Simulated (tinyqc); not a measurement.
Comparisons within one model: free-carrier optics of a doped semiconductor (Drude model). A value that a table varies takes the place of the one given here.

eps(E) = ei [1 - Ep^2/(E^2 + i E Gam)], with Ep^2 = 8 pi c (e^2/(4 pi eps0)) N/(m ei), c = hbar^2/2m0, N in 1/angstrom^3 (1e-24 per 1/cm^3); Gam = hbar/tau, tau = mu m m0/e with m0/e = 5.685630e-12 kg/C and mu in m^2/(V s). Energies in meV.

n + i k = sqrt(eps1 + i eps2) with k >= 0; R = ((n - 1)^2 + k^2)/((n + 1)^2 + k^2) at normal incidence from vacuum; alpha = 2 E k/(hbar c), times 1e8 for 1/cm; loss function Im(-1/eps) = eps2/(eps1^2 + eps2^2).

Constants: hbar^2/2m0 = 3.80998211 eV angstrom^2; e^2/(4 pi eps0) = 14.39964547 eV angstrom; hbar = 6.58211957e-16 eV s; hbar c = 1973.269805 eV angstrom.

Parameters, chosen for this exercise (mass and dielectric values near those of Si; N and mu are free inputs; interband absorption and the rise of the mass with filling are left out; the results hold for these values, not for the real material): N = 2e+17 1/cm^3 (carrier density); m = 0.283 m0 (conductivity mass); mu = 240 cm^2/(V s) (mobility); ei = 11.66 (high-frequency dielectric constant); E = 25.4 meV (photon energy).

## Reflectance across the plasma edge

Spectrum:

| E (meV) | eps1 | eps2 | R | alpha (1/cm) |
|---|---|---|---|---|
| 0.9 | 8.32 | 63.35 | 0.687 | 481 |
| 2.7 | 8.39 | 20.66 | 0.497 | 722 |
| 4.6 | 8.53 | 11.58 | 0.389 | 798 |
| 6.4 | 8.72 | 7.83 | 0.331 | 794 |
| 7.8 | 8.89 | 6.06 | 0.305 | 764 |
| 9.1 | 9.05 | 4.89 | 0.289 | 725 |
| 10.1 | 9.18 | 4.19 | 0.282 | 691 |
| 11.4 | 9.34 | 3.46 | 0.277 | 644 |
| 13.7 | 9.62 | 2.54 | 0.273 | 563 |
| 18.3 | 10.10 | 1.45 | 0.275 | 422 |
| 27.4 | 10.72 | 0.58 | 0.284 | 247 |
| 45.7 | 11.25 | 0.15 | 0.292 | 105 |

What does this show, and why?

Ep = 9.1 meV and Gam = 17.0 meV: Gam exceeds Ep, so damping washes the plasma edge out. R is 0.687 at the lowest energy and lowest, 0.273, at 13.7 meV of those listed; without damping it would vanish at Ep sqrt(ei/(ei - 1)) = 9.6 meV. At the highest energy R is 0.292, against 0.299 for ei alone. Between the last two rows alpha goes as E^-1.66, where the Drude limit far above Ep and Gam is E^-2.

## Free-carrier absorption and index change in the near infrared

At the wavelengths listed E = hc/lambda (hc = 1239.841984 eV nm). Approximate forms: alpha = ei Ep^2 Gam/(E^2 sqrt(ei) hbar c) and dn = -sqrt(ei) Ep^2/(2 E^2).

Free carriers:

| lambda (micrometre) | E (meV) | alpha (1/cm) | alpha, approximate | dn | dn, approximate |
|---|---|---|---|---|---|
| 1.31 | 946.4 | 0.275 | 0.275 | -0.000159 | -0.000159 |
| 1.55 | 799.9 | 0.385 | 0.385 | -0.000223 | -0.000223 |
| 2.00 | 619.9 | 0.641 | 0.641 | -0.000371 | -0.000371 |
| 3.00 | 413.3 | 1.44 | 1.44 | -0.000834 | -0.000835 |
| 5.00 | 248.0 | 3.99 | 4.01 | -0.00231 | -0.00232 |
| 8.00 | 155.0 | 10.2 | 10.3 | -0.00587 | -0.00594 |
| 10.60 | 117.0 | 17.7 | 18.0 | -0.0102 | -0.0104 |

What does this show, and why?

At 1.55 micrometre alpha = 0.385 1/cm and dn = -0.000223; a phase shift of pi needs a length lambda/(2 |dn|) = 3.48e+03 micrometre, over which the loss is 0.58 dB. The approximate alpha is within 5 % up to 10.6 micrometre of the wavelengths listed; it needs photon energies well above both Ep and Gam, which lie at 135.6 and 72.7 micrometre. Interband and intervalley absorption are left out; with a realistic dc mobility the Drude form tends to understate the near-infrared absorption of Si.

## What moves the optical constants

At the energy E. Each row changes one parameter from the base and keeps the others.

Results:

| case | Ep (meV) | Gam (meV) | R | alpha (1/cm) |
|---|---|---|---|---|
| base | 9.14 | 17.04 | 0.2819 | 276 |
| N = 3e+17 1/cm^3 | 11.20 | 17.04 | 0.2734 | 424 |
| m = 0.3396 m0 | 8.35 | 14.20 | 0.2831 | 211 |
| mu = 144 cm^2/(V s) | 9.14 | 28.41 | 0.2885 | 291 |
| ei = 12.24 | 8.92 | 17.04 | 0.2920 | 269 |
| E = 30.5 meV | 9.14 | 17.04 | 0.2859 | 209 |

How do the results move?

The largest shifts from the base row, up to three for each result and ties (the steps differ in size, so this ranks the rows, not the parameters). Ep (meV): N +2.05, m -0.80, ei -0.22; unchanged at the printed digits by mu and E. Gam (meV): mu +11.36, m -2.84; unchanged at the printed digits by N, ei and E. R: ei +0.0101, N -0.0086, mu +0.0066. alpha (1/cm): N +148, E -66.7, m -65.0.

Program tinyqc; command `OMP_NUM_THREADS=1 python tinyqc.py 1650592 1650593 out.jsonl`; about 0.01 s on one thread of a shared Intel(R) Xeon(R) Processor @ 2.30GHz.
